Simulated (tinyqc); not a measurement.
Exact and approximate size effects: heat flow across a film from the phonon Boltzmann equation in the relaxation-time approximation. Computed by tinyqc, a small Python program. Command: `OMP_NUM_THREADS=1 python tinyqc.py 3031858 3031859 out.jsonl slabbte walk`. One thread of a shared host (Intel(R) Xeon(R) Processor @ 2.30GHz), about 0.02 s of CPU time with the checks.

Two black walls, hot at x = 0 and cold at x = L, emit phonons isotropically. For one free path Lambda, with tau = x/Lambda, tau_L = L/Lambda and phi = (T - T_cold)/Delta T, energy balance gives phi(tau) = (1/2) [E2(tau) + int_0^tau_L phi(s) E1(|tau - s|) ds]; E_n are the exponential integrals. The flux over the ballistic flux C v Delta T/4 is psi = 1 - 2 int_0^tau_L phi(s) E2(s) ds, and kappa_eff/kappa = (3/4) tau_L psi. kappa = C v Lambda/3 is an input, so at fixed kappa a longer free path means a smaller C v.

Inputs (values chosen for the exercise, modelled on diamond): free path Lambda_1 = 320 nm; free path Lambda_2 = 2200 nm; share f_2 of kappa = 0.18.

Free-path groups: two.

Method:
- Cut the film into n equal cells with constant phi, collocated at the centres c_i: the kernel integrates to A_ij = |E2(|c_i - e_j|) - E2(|c_i - e_(j+1)|)|/2 for cell edges e_j, and A_ii = 1 - E2(half a cell); solve (1 - A) phi = E2(c)/2; psi = 1 - 2 sum_j phi_j [E3(e_j) - E3(e_(j+1))].
- Each group is solved on its own with 150 and 300 cells, psi = (4 psi(300) - psi(150))/3, and weighted by its share of kappa (f_1 is what the others leave); exchange of energy between groups inside the film is left out.
- Two-flux: kappa_eff/kappa = sum f_i/(1 + 4 Lambda_i/(3 L)). Matthiessen with the thickness: sum f_i/(1 + Lambda_i/L). Ballistic limit: sum f_i 3 L/(4 Lambda_i).

Kappa_eff/kappa:

| L (nm) | Boltzmann | two-flux | Matthiessen | ballistic limit |
|---|---|---|---|---|
| 9.6 | 0.018519 | 0.018631 | 0.024666 | 0.019039 |
| 32 | 0.058252 | 0.059152 | 0.077126 | 0.063464 |
| 80 | 0.13086 | 0.13425 | 0.17032 | 0.15866 |
| 190 | 0.25526 | 0.26360 | 0.31980 | 0.37682 |
| 480 | 0.44657 | 0.45943 | 0.52424 | 0.95195 |
| 1300 | 0.66103 | 0.67265 | 0.72488 | 2.5782 |
| 3200 | 0.80924 | 0.81744 | 0.85212 | 6.3464 |
| 8000 | 0.90554 | 0.91019 | 0.92964 | 15.866 |

What follows from these numbers?

The two-flux formula lies above the Boltzmann result by at most about 3.3 % (at L = 190 nm); the Matthiessen form is high by up to 33 %, since it misses the factor 3/4 of the ballistic limit. The thinnest film reaches 97 % of that limit, and the thickest, 25 Lambda_1, only 91 % of the bulk value: the long free paths keep the size effect alive far beyond Lambda_1. Rows below about 10 nm are near the phonon wavelength, where a particle picture fails.
